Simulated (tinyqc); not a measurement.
Quasiparticle equation with a plasmon-pole self-energy for two band edges: sweeps and comparisons. A value that a table varies takes the place of the one given here.

For each edge E = e + X + Sc(E), with the correlation part Sc(E) = A[0]/(E - a + w) + A[1]/(E - b - w); a and b are the valence and conduction energies that enter the Green function (a = ev, b = ec in the one-shot scheme). Z = 1/(1 - dSc/dE), dSc/dE = -A[0]/(E - a + w)^2 - A[1]/(E - b - w)^2.

Inputs chosen for the exercise (scales of the order of those of diamond; shifted at random, so the results belong to these values and not to a real crystal):

| symbol | value | unit | meaning |
|---|---|---|---|
| ev | 0 | eV | mean-field valence top |
| ec | 3.98 | eV | mean-field conduction edge |
| w | 29.6 | eV | pole energy |
| Av | (163, 58.2) | eV^2 | weights of the valence state on the hole and electron poles |
| Ac | (60.6, 142.1) | eV^2 | the same for the conduction state |
| Xv | -4.63 | eV | exchange minus the mean-field potential, valence |
| Xc | 4.13 | eV | the same, conduction |

## Schemes compared

Z = 1; linearised; exact one-shot; energies updated in G (a, b); updated in G and W, where w grows by half of the opening of the gap (a rule chosen for the exercise).

Results (eV):

| scheme | Ev | Ec | gap | opening |
|---|---|---|---|---|
| mean field | 0.000 | 3.980 | 3.980 | 0.000 |
| Z = 1 | -0.856 | 5.114 | 5.970 | 1.990 |
| linearised | -0.692 | 4.913 | 5.605 | 1.625 |
| one-shot, exact | -0.690 | 4.910 | 5.600 | 1.620 |
| update G | -0.768 | 5.022 | 5.789 | 1.809 |
| update G and W | -0.895 | 5.123 | 6.018 | 2.038 |

The openings run from 1.620 (one-shot, exact) to 2.038 eV (update G and W). Linearising moves the gap by 5 meV, updating G +190 meV and updating W a further +229 meV: once Z is kept, the level of self-consistency matters more than linearising.

## The starting point

The mean-field gap is opened by d (ev lowered by d/2, ec raised by d/2) and X is changed by the opposite amounts, so that e + X stays; one-shot and G-updated gaps.

Gaps (eV):

| d | start | one-shot | update G |
|---|---|---|---|
| 0.0 | 3.980 | 5.5998 | 5.7895 |
| 0.2 | 4.180 | 5.6214 | 5.7895 |
| 0.4 | 4.380 | 5.6429 | 5.7895 |
| 0.6 | 4.580 | 5.6643 | 5.7895 |
| 0.9 | 4.880 | 5.6961 | 5.7895 |
| 1.2 | 5.180 | 5.7278 | 5.7895 |
| 1.6 | 5.580 | 5.7697 | 5.7895 |

The one-shot gap moves by a fraction 0.11 of any change of the starting gap, while the updated gap, 5.7895 eV, does not depend on it. The two agree where the start already equals the result, near d = 1.81 eV. A real change of starting point alters the orbitals and the screening too; this model holds both fixed.

## What each parameter does

Exact one-shot edges and Z of the valence state there. Each row changes one parameter from the base and keeps the others.

Results:

| case | Ev (eV) | Ec (eV) | gap (eV) | Z |
|---|---|---|---|---|
| base | -0.6901 | 4.9097 | 5.5998 | 0.8035 |
| w = 31.08 eV | -0.8571 | 5.0518 | 5.9089 | 0.8173 |
| Xv = -4.73 eV | -0.7704 | 4.9097 | 5.6801 | 0.8029 |
| Xc = 4.23 eV | -0.6901 | 4.9914 | 5.6814 | 0.8035 |
| ec = 4.08 eV | -0.6861 | 5.0055 | 5.6916 | 0.8037 |
| Av = (171.15, 58.2) eV^2 | -0.4651 | 4.9097 | 5.3748 | 0.7988 |
| Ac = (60.6, 149.21) eV^2 | -0.6901 | 4.7083 | 5.3984 | 0.8035 |

The largest shifts from the base row, up to three for each result and ties (the steps differ in size, so this ranks the rows, not the parameters). Ev (eV): Av +0.2250, w -0.1671, Xv -0.0803; unchanged at the printed digits by Xc and Ac. Ec (eV): Ac -0.2014, w +0.1421, ec +0.0959; unchanged at the printed digits by Xv and Av. gap (eV): w +0.3092, Av -0.2250, Ac -0.2014. Z: w +0.0138, Av -0.0047, Xv -0.0006; unchanged at the printed digits by Xc and Ac.

Program tinyqc; command `OMP_NUM_THREADS=1 python tinyqc.py 1880934 1880935 out.jsonl`; about 0.02 s on one thread of a shared Intel(R) Xeon(R) Processor @ 2.30GHz.
